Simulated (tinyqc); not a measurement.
Read current of a NAND string, cells in series solved by shooting: one step of the calculation.

Cells in series, numbered from 0 at the source line (0 V) to the bit line, each followed by a gap resistance Rg. A cell with gate Vg, threshold VT, source Vs and drain Vd passes I = 2 nf K Vt^2 [F(Vs) - F(Vd)]/(1 + th max(Vg - VT, 0)), F(V) = ln^2(1 + exp((Vg - VT - nf V)/(2 nf Vt))). The selected cell has Vg = Vr, the others Vg = Vp.

Question. Node voltages for a trial current. For a trial current I start at 0 V and, cell by cell (the selected one is cell 3), solve for the drain: sqrt(F(Vd)) = sqrt(F(Vs) - I/k), k = 2 nf K Vt^2/(1 + th max(Vg - VT, 0)), Vd = [Vg - VT - 2 nf Vt ln(exp(sqrt F) - 1)]/nf, then add I Rg.

Parameters, values chosen for the exercise; values of the order met in vertical NAND strings:
- T = 300 K (temperature)
- K = 5.4 uA/V^2 (gain factor of a cell)
- nf = 1.6 (slope factor)
- th = 0.11 1/V (mobility reduction factor)
- Rg = 26 kohm (resistance of the gap between cells)
- Vbl = 0.3 V (bit-line voltage)
- Vp = 7.5 V (pass voltage)
- Vr = 4.09 V (read voltage on the selected word line)

Constants: q = 1.602176634e-19 C, kB = 1.380649e-23 J/K, Vt = kB T/q. Results are converted to the units shown.

first trial current = 0.3 uA
thresholds from the source end, cell 0 to 4 (V): 3.7  -2.1  3.7  2.9  3.7

Find: node voltage after each cell and gap, trial 1.

Answer.

node voltage after each cell and gap, trial 1, cell 0 to 4 (V): 0.02862  0.04839  0.07745  0.1470  0.1771

Computed by the program tinyqc: `OMP_NUM_THREADS=1 python tinyqc.py 2142210 2142211 out.jsonl`, one thread of a shared Intel Xeon 2.30GHz, about 0.3 s for the whole run.
